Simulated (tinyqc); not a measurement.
# Trap density from two Hall measurements

Question. p-type body, charge-sheet picture, full ionisation (an idealisation for deep acceptors), Boltzmann statistics for free electrons. e = Ec - EF at the surface. psi = Eg - Vt ln(Nv/Na) - e; N_dep = sqrt(2 eps0 eps_r Na (psi - Vt)/q); n_f = sqrt(N_dep^2 + 2 eps0 eps_r Vt Nc exp(-e/Vt)/q) - N_dep; Vg = Vfb + psi + q (N_dep + n_t + n_f)/Cox, Cox = eps0 eox/tox. Find e and n_t at both points and the mean trap density between them.

Parameters, values chosen for the exercise; band and dielectric values close to those of 4H silicon carbide: temperature T = 300 K; band gap Eg = 3.22 eV; relative permittivity eps_r = 9.75; conduction-band density of states at T Nc = 1.69e19 cm^-3; valence-band density of states at T Nv = 2.5e19 cm^-3; relative permittivity of the insulator eox = 3.9; insulator thickness tox = 29 nm; acceptor density Na = 1.5e17 cm^-3; flat-band voltage without trapped charge Vfb = -2.13 V.

Constants: q = 1.602176634e-19 C, kB = 1.380649e-23 J/K, Vt = kB T/q, eps0 = 8.8541878128e-14 F/cm where lengths are in cm. Results are converted to the units shown.

Vg (V): 3.9048450  4.4313737
free sheet density from the Hall effect (cm^-2): 1.3072899e10  2.1612285e11

Solution. Each n_f fixes e; what the gate voltage holds beyond psi, N_dep and n_f is trapped; the difference quotient is the density, smeared over a few Vt.

e (eV): 0.114  0.0400
n_t (cm^-2): 7.90e10  1.85e11
mean trap density = 1.43e12 cm^-2 eV^-1

Computed by the program tinyqc: `OMP_NUM_THREADS=1 python tinyqc.py 2222071 2222072 out.jsonl`, one thread of a shared Intel Xeon 2.30GHz, about 0.02 s for the whole run.
